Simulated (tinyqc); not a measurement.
# Pair-potential crystal by lattice sums, step by step

A worked calculation. Computed by tinyqc, a small Python program that keeps every step. Command: `OMP_NUM_THREADS=1 python tinyqc.py 3010945 3010946 out.jsonl pairsum walk`. One thread of a shared host (Intel(R) Xeon(R) Processor @ 2.30GHz), about 0.02 s of CPU time with the checks. Intermediate numbers are printed to about 6 digits and carried at full precision; extremes and crossings named in words are read from the listed rows.

Energy per atom E = (1/2) sum over neighbours of phi(r); d is the nearest-neighbour distance.

Inputs (values chosen for the exercise, for model atoms):
```
quantity                        value      unit
well depth eps                 0.0937        eV
pair minimum r0                  3.04  angstrom
cut-off r_c/r0                   2.56         -
trial neighbour distance d/r0   0.956         -
stiffness alpha r0                  4         -
```

Potential: Morse. Structure: bcc.

Constants: 1 eV/angstrom^3 = 160.2176634 GPa.

## Shell sums at the trial distance

phi0(r) = eps [exp(-2 alpha (r - r0)) - 2 exp(-alpha (r - r0))]; shifted-force cut-off: phi(r) = phi0(r) - phi0(r_c) - (r - r_c) phi0'(r_c) for r < r_c, zero beyond. Shells (distance in units of d, count): fcc 1.0000 (12), 1.4142 (6), 1.7321 (24), 2.0000 (12), 2.2361 (24), 2.4495 (8), 2.6458 (48), 2.8284 (6), 3.0000 (36), 3.1623 (24); hcp 1.0000 (12), 1.4142 (6), 1.6330 (2), 1.7321 (18), 1.9149 (12), 2.0000 (6), 2.2361 (12), 2.3805 (12), 2.4495 (6), 2.5166 (6), 2.5820 (12), 2.6458 (24), 2.7080 (6), 2.8868 (12), 3.0000 (12), 3.1091 (24), 3.1623 (12); bcc 1.0000 (8), 1.1547 (6), 1.6330 (12), 1.9149 (24), 2.0000 (8), 2.3094 (6), 2.5166 (24), 2.5820 (24), 2.8284 (24), 3.0000 (32); sc 1.0000 (6), 1.4142 (12), 1.7321 (8), 2.0000 (6), 2.2361 (24), 2.4495 (24), 2.8284 (12), 3.0000 (30), 3.1623 (24); diamond 1.0000 (4), 1.6330 (12), 1.9149 (12), 2.3094 (6), 2.5166 (12), 2.8284 (24), 3.0000 (16). Volumes per atom in d^3: fcc 0.70711, hcp 0.70711, bcc 0.76980, sc 1.00000, diamond 1.53960; hcp has the ideal c/a. Every shell inside the cut-off is summed. List each shell within the cut-off.

Shells:
```
shell  count  r (angstrom)    phi (eV)  phi' (eV/angstrom)  phi'' (eV/angstrom^2)
1          8       2.90624  -0.0875252          -0.0570624               0.535783
2          6       3.35584  -0.0803766           0.0548556               0.068502
3         12       4.74587  -0.0169850           0.0228818              -0.027095
4         24       5.56503  -0.0052078           0.0080925              -0.010857
5          8       5.81248  -0.0035066           0.0057746              -0.008009
6          6       6.71167  -0.0006102           0.0014715              -0.002547
7         24       7.31388  -0.0000858           0.0004075              -0.001163
8         24       7.50388  -0.0000277           0.0002118              -0.000908
```

## Energy and virial pressure

E = (1/2) sum count x phi; P = -(1/(6 Omega)) sum count x r phi', Omega = 0.769800 d^3.

energy at the trial distance = -0.772853 eV/atom

pressure at the trial distance = -3.67312 GPa

The pressure is negative, so the lattice wants to contract.

## Equilibrium

Equilibrium: dE/dd = 0 at the lowest minimum with d between 0.78 r0 and 1.45 r0; B = d^2 E''(d)/(9 Omega). Unrelaxed vacancy: removing an atom breaks its bonds (2|E|) and placing it on the surface returns |E|, so E_v = |E|.

equilibrium distance d = 2.69594 angstrom

energy per atom = -0.827650 eV

bulk modulus B = 28.3854 GPa

unrelaxed vacancy energy = 0.827650 eV

d is 11.3 % shorter than r0, because further shells pull and the first shell must push back.

## Elastic constants

At zero stress C_ijkl = (1/(2 Omega)) sum (phi'' - phi'/r) R_i R_j R_k R_l / r^2 over all neighbours, on cube axes; so C44 = C12 (Cauchy relation). C' = (C11 - C12)/2.

C11 = 29.6811 GPa

C12 = C44 = 27.7376 GPa

C' = 0.971771 GPa

C' and C44 are positive: the structure is stable against homogeneous shear.

## Ranking of structures

The formulas are those given above.

Each structure at its own equilibrium:
```
structure  neighbours  d (angstrom)  E (eV/atom)  volume (angstrom^3)  B (GPa)
fcc                12       2.77145    -0.834001              15.0524  28.7001
hcp                12       2.77119    -0.833967              15.0481  28.7139
bcc                 8       2.69594    -0.827650              15.0837  28.3854
sc                  6       2.60097    -0.645319              17.5957  19.1614
diamond             4       2.62158    -0.348841              27.7393   6.2002
```

The order is fcc < hcp < bcc < sc < diamond; fcc lies 0.035 meV below hcp. fcc (-0.834001 eV) and hcp (-0.833967 eV) share two shells and differ from the third on. Pair forces reward the number of bonds: diamond reaches only 42 % of the best binding. Caution: each structure is relaxed in d alone and may be unstable against shear; the tiny fcc-hcp difference depends on the cut-off.

Checks made by the program: virial pressure against -dE/dV (relative difference 2e-09); (C11 + 2 C12)/3 against the curvature of E(d) (relative difference 2e-09).
